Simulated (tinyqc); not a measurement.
Inside a calculation (part 2 of 2). Method: UHF in the 3-21g basis, for H3-, spin multiplicity 1. The basis has no diffuse functions, so it cannot describe the extra electron: this is an exercise in the method, not the real anion. This run ends on a higher stationary point, not on the lowest solution. Computed by tinyqc, a small Python program that keeps every step (integrals from PySCF). Command: `OMP_NUM_THREADS=1 python tinyqc.py 31593 31594 out.jsonl` (the two numbers bound the seeds that draw the settings). One thread of a shared host (Intel(R) Xeon(R) Processor @ 2.60GHz), about 0.3 s of CPU time with the checks.

Geometry (angstrom):
```
atom         x         y         z
H     0.000000  0.000000  0.000000
H     0.000000  0.000000  0.853000
H     0.000000  0.738000  0.426000
```

## Iteration 2: diagonalisation and new density

F(alpha) (hartree), order 1H 1s, 1H 2s, 2H 1s, 2H 2s, 3H 1s, 3H 2s:
$$\begin{pmatrix}
0.265791 & -0.411085 & -0.330741 & -0.352151 & -0.349269 & -0.363319 \\
-0.411085 & -0.175423 & -0.305427 & -0.197952 & -0.316073 & -0.205272 \\
-0.330741 & -0.305427 & 0.489665 & -0.280483 & -0.397446 & -0.356683 \\
-0.352151 & -0.197952 & -0.280483 & -0.099105 & -0.356282 & -0.219421 \\
-0.349269 & -0.316073 & -0.397446 & -0.356282 & 0.503162 & -0.269059 \\
-0.363319 & -0.205272 & -0.356683 & -0.219421 & -0.269059 & -0.093106
\end{pmatrix}$$

F(beta) (hartree), order 1H 1s, 1H 2s, 2H 1s, 2H 2s, 3H 1s, 3H 2s:
$$\begin{pmatrix}
0.568538 & -0.223354 & -0.372950 & -0.322659 & -0.379434 & -0.324579 \\
-0.223354 & -0.063595 & -0.365314 & -0.209666 & -0.375146 & -0.213046 \\
-0.372950 & -0.365314 & 0.357843 & -0.361901 & -0.323321 & -0.325527 \\
-0.322659 & -0.209666 & -0.361901 & -0.147174 & -0.333360 & -0.197852 \\
-0.379434 & -0.375146 & -0.323321 & -0.333360 & 0.331882 & -0.374479 \\
-0.324579 & -0.213046 & -0.325527 & -0.197852 & -0.374479 & -0.154988
\end{pmatrix}$$

X, order 1H 1s, 1H 2s, 2H 1s, 2H 2s, 3H 1s, 3H 2s:
$$\begin{pmatrix}
1.256497 & -0.491845 & -0.076646 & 0.033148 & -0.077163 & 0.033233 \\
-0.491845 & 1.972713 & 0.033113 & -0.569681 & 0.033260 & -0.571153 \\
-0.076646 & 0.033113 & 1.256443 & -0.491821 & -0.076867 & 0.033149 \\
0.033148 & -0.569681 & -0.491821 & 1.972005 & 0.033211 & -0.570310 \\
-0.077163 & 0.033260 & -0.076867 & 0.033211 & 1.256538 & -0.491863 \\
0.033233 & -0.571153 & 0.033149 & -0.570310 & -0.491863 & 1.973240
\end{pmatrix}$$

Diagonalise F' = X^T F X, C = X C', fill 2 alpha and 2 beta electrons from the bottom; D(s) = C_occ C_occ^T. Each column has its largest component positive (the first on a tie).

F' = X^T F X (alpha) (hartree):
$$\begin{pmatrix}
0.930113 & -0.722474 & -0.260660 & -0.045444 & -0.280736 & -0.063375 \\
-0.722474 & 0.468884 & -0.014741 & -0.095196 & -0.032297 & -0.116821 \\
-0.260660 & -0.014741 & 1.147729 & -0.615936 & -0.355424 & -0.113919 \\
-0.045444 & -0.095196 & -0.615936 & 0.606136 & -0.113767 & -0.210866 \\
-0.280736 & -0.032297 & -0.355424 & -0.113767 & 1.158898 & -0.593322 \\
-0.063375 & -0.116821 & -0.113919 & -0.210866 & -0.593322 & 0.623432
\end{pmatrix}$$

orbital energies (alpha) (hartree): MO1 -0.401448, MO2 0.174029, MO3 0.571677, MO4 1.159328, MO5 1.666390, MO6 1.765217

coefficients C (alpha), order 1H 1s, 1H 2s, 2H 1s, 2H 2s, 3H 1s, 3H 2s:
$$\begin{pmatrix}
0.285640 & 0.185014 & -0.009334 & 0.696604 & -1.110554 & -0.015318 \\
0.293502 & 1.512639 & -0.128923 & -0.573507 & 1.437586 & 0.007527 \\
0.209632 & -0.138333 & -0.101100 & 0.602010 & 0.619679 & -1.007369 \\
0.144732 & -0.886609 & -1.352568 & -0.456200 & -0.764552 & 1.163426 \\
0.211619 & -0.111000 & 0.112136 & 0.618035 & 0.606525 & 1.007656 \\
0.152936 & -0.677544 & 1.483749 & -0.474758 & -0.732286 & -1.159170
\end{pmatrix}$$

F' = X^T F X (beta) (hartree):
$$\begin{pmatrix}
1.214098 & -0.554180 & -0.323906 & -0.074326 & -0.327211 & -0.074585 \\
-0.554180 & 0.665050 & -0.096857 & -0.173936 & -0.102889 & -0.175396 \\
-0.323906 & -0.096857 & 1.023819 & -0.689172 & -0.244491 & -0.013885 \\
-0.074326 & -0.173936 & -0.689172 & 0.521647 & -0.019555 & -0.073033 \\
-0.327211 & -0.102889 & -0.244491 & -0.019555 & 0.997330 & -0.688777 \\
-0.074585 & -0.175396 & -0.013885 & -0.073033 & -0.688777 & 0.512465
\end{pmatrix}$$

orbital energies (beta) (hartree): MO1 -0.399363, MO2 0.172693, MO3 0.571227, MO4 1.160343, MO5 1.672286, MO6 1.757224

coefficients C (beta), order 1H 1s, 1H 2s, 2H 1s, 2H 2s, 3H 1s, 3H 2s:
$$\begin{pmatrix}
0.199369 & 0.004094 & 0.135941 & 0.615331 & 0.094689 & -1.178510 \\
0.136174 & 0.004301 & 1.652391 & -0.471527 & -0.102920 & 1.343343 \\
0.247714 & 0.185426 & -0.048844 & 0.636841 & 0.965033 & 0.632083 \\
0.216123 & 1.332933 & -0.809414 & -0.498797 & -1.220008 & -0.752924 \\
0.261175 & -0.178450 & -0.048157 & 0.667006 & -1.023285 & 0.490411 \\
0.240337 & -1.330359 & -0.806733 & -0.534978 & 1.301441 & -0.575232
\end{pmatrix}$$

D(alpha) after iteration 2, order 1H 1s, 1H 2s, 2H 1s, 2H 2s, 3H 1s, 3H 2s:
$$\begin{pmatrix}
0.115820 & 0.363696 & 0.034286 & -0.122694 & 0.039910 & -0.081671 \\
0.363696 & 2.374219 & -0.147720 & -1.298641 & -0.105793 & -0.979992 \\
0.034286 & -0.147720 & 0.063082 & 0.152988 & 0.059717 & 0.125787 \\
-0.122694 & -1.298641 & 0.152988 & 0.807023 & 0.129042 & 0.622851 \\
0.039910 & -0.105793 & 0.059717 & 0.129042 & 0.057104 & 0.107572 \\
-0.081671 & -0.979992 & 0.125787 & 0.622851 & 0.107572 & 0.482455
\end{pmatrix}$$

D(beta) after iteration 2, order 1H 1s, 1H 2s, 2H 1s, 2H 2s, 3H 1s, 3H 2s:
$$\begin{pmatrix}
0.039765 & 0.027167 & 0.050146 & 0.048545 & 0.051340 & 0.042470 \\
0.027167 & 0.018562 & 0.034530 & 0.035163 & 0.034798 & 0.027006 \\
0.050146 & 0.034530 & 0.095745 & 0.300697 & 0.031608 & -0.187148 \\
0.048545 & 0.035163 & 0.300697 & 1.823419 & -0.181416 & -1.721337 \\
0.051340 & 0.034798 & 0.031608 & -0.181416 & 0.100057 & 0.300173 \\
0.042470 & 0.027006 & -0.187148 & -1.721337 & 0.300173 & 1.827616
\end{pmatrix}$$

## Iteration 18 (converged): orbitals

converged F(alpha) (hartree), order 1H 1s, 1H 2s, 2H 1s, 2H 2s, 3H 1s, 3H 2s:
$$\begin{pmatrix}
0.265989 & -0.414774 & -0.345498 & -0.361623 & -0.349401 & -0.364742 \\
-0.414774 & -0.185100 & -0.317665 & -0.207610 & -0.317053 & -0.208433 \\
-0.345498 & -0.317665 & 0.469613 & -0.289625 & -0.404992 & -0.365180 \\
-0.361623 & -0.207610 & -0.289625 & -0.106435 & -0.361485 & -0.225214 \\
-0.349401 & -0.317053 & -0.404992 & -0.361485 & 0.487661 & -0.276774 \\
-0.364742 & -0.208433 & -0.365180 & -0.225214 & -0.276774 & -0.098135
\end{pmatrix}$$

converged F(beta) (hartree), order 1H 1s, 1H 2s, 2H 1s, 2H 2s, 3H 1s, 3H 2s:
$$\begin{pmatrix}
0.550706 & -0.229793 & -0.382989 & -0.330994 & -0.377762 & -0.326749 \\
-0.229793 & -0.067286 & -0.373878 & -0.217280 & -0.373903 & -0.215529 \\
-0.382989 & -0.373878 & 0.349032 & -0.367885 & -0.334034 & -0.334478 \\
-0.330994 & -0.217280 & -0.367885 & -0.156265 & -0.338721 & -0.205129 \\
-0.377762 & -0.373903 & -0.334034 & -0.338721 & 0.329699 & -0.379205 \\
-0.326749 & -0.215529 & -0.334478 & -0.205129 & -0.379205 & -0.163248
\end{pmatrix}$$

As before.

F' = X^T F X (alpha) (hartree):
$$\begin{pmatrix}
0.933857 & -0.719455 & -0.271578 & -0.053456 & -0.278536 & -0.059881 \\
-0.719455 & 0.453226 & -0.021409 & -0.099978 & -0.026262 & -0.109114 \\
-0.271578 & -0.021409 & 1.127524 & -0.610945 & -0.357338 & -0.116424 \\
-0.053456 & -0.099978 & -0.610945 & 0.606099 & -0.114819 & -0.211410 \\
-0.278536 & -0.026262 & -0.357338 & -0.114819 & 1.143096 & -0.598105 \\
-0.059881 & -0.109114 & -0.116424 & -0.211410 & -0.598105 & 0.620142
\end{pmatrix}$$

orbital energies (alpha) (hartree): MO1 -0.413111, MO2 0.169289, MO3 0.567063, MO4 1.149456, MO5 1.660424, MO6 1.750823

coefficients C (alpha), order 1H 1s, 1H 2s, 2H 1s, 2H 2s, 3H 1s, 3H 2s:
$$\begin{pmatrix}
0.283311 & 0.174483 & -0.002928 & 0.690924 & -1.115980 & 0.034963 \\
0.290949 & 1.529932 & -0.063058 & -0.551395 & 1.432271 & -0.041283 \\
0.217351 & -0.133819 & -0.107257 & 0.611428 & 0.639510 & 0.987443 \\
0.151108 & -0.833806 & -1.382856 & -0.477303 & -0.781269 & -1.146354 \\
0.213679 & -0.120106 & 0.115931 & 0.611783 & 0.578592 & -1.025826 \\
0.143748 & -0.730953 & 1.449091 & -0.478639 & -0.703415 & 1.187674
\end{pmatrix}$$

F' = X^T F X (beta) (hartree):
$$\begin{pmatrix}
1.193425 & -0.552769 & -0.328995 & -0.079864 & -0.322422 & -0.071327 \\
-0.552769 & 0.665531 & -0.101495 & -0.178916 & -0.096244 & -0.169535 \\
-0.328995 & -0.101495 & 1.017048 & -0.683038 & -0.253680 & -0.018482 \\
-0.079864 & -0.178916 & -0.683038 & 0.513254 & -0.021820 & -0.071343 \\
-0.322422 & -0.096244 & -0.253680 & -0.021820 & 0.998448 & -0.692153 \\
-0.071327 & -0.169535 & -0.018482 & -0.071343 & -0.692153 & 0.499392
\end{pmatrix}$$

orbital energies (beta) (hartree): MO1 -0.410040, MO2 0.169109, MO3 0.566114, MO4 1.150731, MO5 1.669327, MO6 1.741857

coefficients C (beta), order 1H 1s, 1H 2s, 2H 1s, 2H 2s, 3H 1s, 3H 2s:
$$\begin{pmatrix}
0.203241 & -0.010373 & 0.144775 & 0.619276 & 0.058545 & -1.177040 \\
0.125673 & -0.059455 & 1.643152 & -0.484233 & -0.069525 & 1.351986 \\
0.251906 & -0.174248 & -0.052059 & 0.643998 & 0.974472 & 0.611275 \\
0.223787 & -1.312071 & -0.857412 & -0.506340 & -1.222159 & -0.725166 \\
0.258872 & 0.175621 & -0.043511 & 0.654060 & -1.019422 & 0.517806 \\
0.238528 & 1.366972 & -0.753459 & -0.516818 & 1.284604 & -0.615434
\end{pmatrix}$$

D(alpha) after iteration 18, order 1H 1s, 1H 2s, 2H 1s, 2H 2s, 3H 1s, 3H 2s:
$$\begin{pmatrix}
0.110710 & 0.349377 & 0.038229 & -0.102674 & 0.039581 & -0.086814 \\
0.349377 & 2.425344 & -0.141496 & -1.231702 & -0.121585 & -1.076485 \\
0.038229 & -0.141496 & 0.065149 & 0.144422 & 0.062516 & 0.129059 \\
-0.102674 & -1.231702 & 0.144422 & 0.718066 & 0.132434 & 0.631194 \\
0.039581 & -0.121585 & 0.062516 & 0.132434 & 0.060084 & 0.118508 \\
-0.086814 & -1.076485 & 0.129059 & 0.631194 & 0.118508 & 0.554955
\end{pmatrix}$$

D(beta) after iteration 18, order 1H 1s, 1H 2s, 2H 1s, 2H 2s, 3H 1s, 3H 2s:
$$\begin{pmatrix}
0.041415 & 0.026159 & 0.053005 & 0.059093 & 0.050792 & 0.034299 \\
0.026159 & 0.019329 & 0.042018 & 0.106133 & 0.022092 & -0.051296 \\
0.053005 & 0.042018 & 0.093819 & 0.284999 & 0.034610 & -0.178106 \\
0.059093 & 0.106133 & 0.284999 & 1.771610 & -0.172495 & -1.740184 \\
0.050792 & 0.022092 & 0.034610 & -0.172495 & 0.097857 & 0.301817 \\
0.034299 & -0.051296 & -0.178106 & -1.740184 & 0.301817 & 1.925509
\end{pmatrix}$$

## Convergence

Stop when the energy changes by less than 1e-08 hartree and every element of the error matrix X^T (F D S - S D F) X (for each spin) is below 3e-05.

Course of the cycle:
```
iteration  E (hartree)     change  largest element of the error matrix
1          -0.92218715          -                             3.20e-01
2          -1.26996995  -3.48e-01                             2.79e-02
3          -1.27253284  -2.56e-03                             6.30e-03
4          -1.27289671  -3.64e-04                             2.31e-03
5          -1.27301312  -1.16e-04                             1.21e-03
6          -1.27306067  -4.76e-05                             7.60e-04
7          -1.27308175  -2.11e-05                             4.92e-04
8          -1.27309135  -9.60e-06                             3.25e-04
9          -1.27309576  -4.42e-06                             2.22e-04
10         -1.27309781  -2.04e-06                             1.54e-04
11         -1.27309875  -9.46e-07                             1.07e-04
12         -1.27309919  -4.40e-07                             7.53e-05
13         -1.27309940  -2.06e-07                             5.33e-05
14         -1.27309950  -9.81e-08                             3.84e-05
15         -1.27309954  -4.80e-08                             2.82e-05
16         -1.27309957  -2.48e-08                             2.13e-05
17         -1.27309958  -1.40e-08                             1.77e-05
18         -1.27309959  -9.07e-09                             1.53e-05
```

PySCF UHF in the same basis, after a stability check = -1.27312433 hartree

Converged in 18 iterations. But the solution lies 0.00002 hartree above the reference: it is another stationary point, not the lowest one. Reruns (cap 100 unless said): DIIS 8: converged in 8 to a higher stationary point; damping 0.5: converged in 35 to a higher stationary point; level shift 0.5: converged in 38 to a higher stationary point; atomic densities as start, DIIS 8: converged in 18 to a higher stationary point.

## Populations, bond orders and dipole

overlap S, order 1H 1s, 1H 2s, 2H 1s, 2H 2s, 3H 1s, 3H 2s:
$$\begin{pmatrix}
1.000000 & 0.645899 & 0.304856 & 0.436009 & 0.305565 & 0.436360 \\
0.645899 & 1.000000 & 0.436009 & 0.788205 & 0.436360 & 0.788589 \\
0.304856 & 0.436009 & 1.000000 & 0.645899 & 0.305158 & 0.436159 \\
0.436009 & 0.788205 & 0.645899 & 1.000000 & 0.436159 & 0.788369 \\
0.305565 & 0.436360 & 0.305158 & 0.436159 & 1.000000 & 0.645899 \\
0.436360 & 0.788589 & 0.436159 & 0.788369 & 0.645899 & 1.000000
\end{pmatrix}$$

Mulliken: Z minus the diagonal of D S on the atom; Loewdin: the same with S^(1/2) D S^(1/2); Mayer order: 2 sum_s sum (D(s) S)_ij (D(s) S)_ji over the two atoms.

Charges (e):
```
atom   Mulliken    Loewdin  Mulliken spin
1H    -0.232101  -0.279348       0.755884
2H    -0.398109  -0.368189      -0.328343
3H    -0.369790  -0.352462      -0.427541
```

Mayer bond orders:
```
pair     order
2-1   0.106309
3-1   0.050814
3-2   0.423623
```

dipole moment about the origin, x y z (debye): [0.000000, -1.272574, -2.290258]

<S^2> of the determinant (pure state: 0) = 1.001882
